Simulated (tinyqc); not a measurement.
# Energy and delay of logic against supply voltage: what changes with what

One expression serves below and above threshold: I(Vg) = Ik [ln(1 + exp((Vg - VT + dd V)/(al nf Vt)))]^al, with I_on = I(V) and I_off = I(0). Gate delay td = kd C V/I_on, clock period LD td. Per gate and cycle the switching energy is act C V^2 and the leakage energy I_off V LD td. No short-circuit current, no variation. Minima are sought above 0.09 V; below a few Vt gates no longer switch and the model has no meaning.

Values chosen for this exercise; values of the order met in logic technologies:
```
symbol,value,unit,meaning
T,250,K,temperature
VT,0.22,V,threshold voltage at zero drain bias
nf,1.4,,slope factor
dd,0.12,,barrier lowering per volt of supply
Ik,1.2,uA,specific current of a gate
al,1.42,,exponent of the current law
C,3.3,fF,load capacitance of a gate
kd,0.7,,delay factor
LD,20,,logic depth
act,0.1,,activity factor
```

Constants: q = 1.602176634e-19 C, kB = 1.380649e-23 J/K, Vt = kB T/q. Results are converted to the units shown.

Each table varies one quantity; the others keep the values above.

## Energy and delay against supply voltage

EDP = energy times td.

Energy and delay against supply voltage:
```
V (V)	I_on (uA)	I_off (nA)	td (ps)	switching (aJ)	leakage (aJ)	energy (aJ)	EDP (fJ ps)
0.15	0.1772	1.472	1955	7.425	8.631	16.06	31.39
0.27	3.349	2.366	186.2	24.06	2.379	26.44	4.923
0.38	11.16	3.654	78.65	47.65	2.184	49.84	3.920
0.5	22.74	5.861	50.78	82.50	2.977	85.48	4.341
0.62	36.50	9.386	39.24	126.9	4.567	131.4	5.157
0.73	50.66	14.42	33.29	175.9	7.008	182.9	6.087
0.85	67.57	22.96	29.06	238.4	11.34	249.8	7.258
0.97	85.84	36.39	26.10	310.5	18.43	328.9	8.586
1.08	103.7	55.19	24.06	384.9	28.69	413.6	9.953
1.2	124.2	86.28	22.31	475.2	46.21	521.4	11.63
```

td falls from 1960 to 22.3 ps; the energy rises from 16.1 to 521 aJ and the EDP goes from 31.4 through a minimum of 3.92 (at V = 0.38 V among the rows listed) to 11.6 fJ ps. The exact minima lie at V = 0.163 V for the energy and 0.377 V for the EDP. Going from 1.2 V to the energy minimum saves a factor of 32.9 in energy and costs a factor of 63.1 in delay. Below the minimum the leakage energy rises faster than the switching energy falls, because the clock period grows so steeply.

## Optimum supplies against the slope factor

Same model as above.

V_min minimises the energy and V_EDP the product of energy and td.

Result of one run:
```
nf	V_min (V)	energy at V_min (aJ)	leakage share (%)	clock at V_min (MHz)	V_EDP (V)	clock at V_EDP (GHz)
1.5	0.1731	18.89	47.67	48.03	0.3803	0.5780
```

What becomes of these results when the slope factor nf is changed from 1.5 to 1.3, all else the same?

Result of the changed run:
```
nf	V_min (V)	energy at V_min (aJ)	leakage share (%)	clock at V_min (MHz)	V_EDP (V)	clock at V_EDP (GHz)
1.3	0.1521	13.23	42.32	24.13	0.3744	0.6854
```

The whole series:
```
nf	V_min (V)	energy at V_min (aJ)	leakage share (%)	clock at V_min (MHz)	V_EDP (V)	clock at V_EDP (GHz)
1	0.1182	7.389	37.59	3.620	0.3727	0.9843
1.1	0.1297	9.058	38.69	7.950	0.3727	0.8603
1.2	0.1410	10.99	40.26	14.79	0.3732	0.7626
1.3	0.1521	13.23	42.32	24.13	0.3744	0.6854
1.4	0.1628	15.84	44.82	35.48	0.3767	0.6250
1.5	0.1731	18.89	47.67	48.03	0.3803	0.5780
1.6	0.1829	22.43	50.77	60.86	0.3856	0.5418
```

As nf goes from 1 to 1.6, V_min rises from 0.118 to 0.183 V, the energy there rises from 7.39 to 22.4 aJ, the clock there rises from 3.62 to 60.9 MHz and V_EDP rises from 0.373 to 0.386 V.

Program tinyqc, `OMP_NUM_THREADS=1 python tinyqc.py 2082170 2082171 out.jsonl`; Intel Xeon 2.30GHz, shared host, one thread, about 0.01 s.
